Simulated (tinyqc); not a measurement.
# Worked calculation: a stack of flat layers between unequal leads with mass mismatch, transfer matrices

Numbers from tinyqc (`OMP_NUM_THREADS=1 python tinyqc.py 2560102 2560103 out.jsonl`; about 0.01 s on one thread of a shared Intel Xeon 2.30GHz). Printed values are rounded.

One electron of energy E comes from the left lead (band edge 0); no transverse momentum. Parabolic bands, masses in units of m0, C = hbar^2/(2 m0); psi and psi'/m are continuous at every interface. The layers follow each other from left to right, then the right lead.

Parameters, values chosen for the exercise; masses and band edges of a made-up stack:

| symbol | value | unit | meaning |
|---|---|---|---|
| mL | 0.2 | m0 | mass in the left lead |
| U | [0.37, -0.02, 0.24] | eV | band edges of the layers, left to right |
| m | [0.25, 0.23, 0.24] | m0 | masses of the layers |
| d | [1.4, 1.4, 0.9] | nm | widths of the layers |
| UR | -0.02 | eV | band edge of the right lead |
| mR | 0.2 | m0 | mass in the right lead |
| E | 0.49 | eV | electron energy |

Constants: q = 1.602176634e-19 C, hbar = 1.054571817e-34 J s, m0 = 9.1093837015e-31 kg, hbar^2/(2 m0) = 0.0380998212 eV nm^2. Results are converted to the units shown.

Range of the model: Masses are held fixed, although real bands cease to be parabolic a few tenths of an eV from their edges (inside a barrier too).

## Wave numbers

k = sqrt(m (E - U)/C) where E > U, K = sqrt(m (U - E)/C) where E < U; v = k/m in the leads.

Layers:
```
   U (eV)  m (m0)  d (nm)  k or K (1/nm)  which
1    0.37    0.25     1.4      0.8873586      k
2   -0.02    0.23     1.4       1.754638      k
3    0.24    0.24     0.9       1.254915      k
```

vL = 8.019025 1/nm
vR = 8.181042 1/nm

## Matrices of the layers

For the pair (psi, psi'/m) a flat layer has M = [[cos kd, (m/k) sin kd], [-(k/m) sin kd, cos kd]] with k = sqrt(m (E - U)/C) above its edge U, and M = [[cosh Kd, (m/K) sinh Kd], [(K/m) sinh Kd, cosh Kd]] with K = sqrt(m (U - E)/C) below it. M12 is in nm, M21 in 1/nm.

M of layer 1:
```
           1          2
1  0.3226182  0.2666704
2  -3.359643  0.3226182
```

M of layer 2:
```
            1           2
1  -0.7743561  0.08294161
2   -4.827162  -0.7743561
```

M of layer 3:
```
           1          2
1  0.4271815  0.1729200
2  -4.727712  0.4271815
```

## Product of the matrices

The matrix of the later layer stands to the left: M = M_n ... M_2 M_1; det M = 1.

M:
```
             1           2
1  -0.04518673  -0.3425737
2     2.944556   0.1931430
```

## Transmission and reflection

The matrix M carries (psi, psi'/m) across the stack, and v = k/m in each lead. psi = 1 + r at the left edge (incident amplitude 1) and t at the right edge. With det M = 1, a = i vR M11 - M21 and b = -vL vR M12 - i vL M22: t = 2 i vL/(a - b), r = -(a + b)/(a - b), T(E) = (vR/vL) |t|^2, R(E) = |r|^2.

t = 0.0292063-0.6295986i
r = 0.7701601-0.0397487i
T(E) = 0.4052734
R(E) = 0.5947266

T(E) + R(E) = 1: the current is conserved.
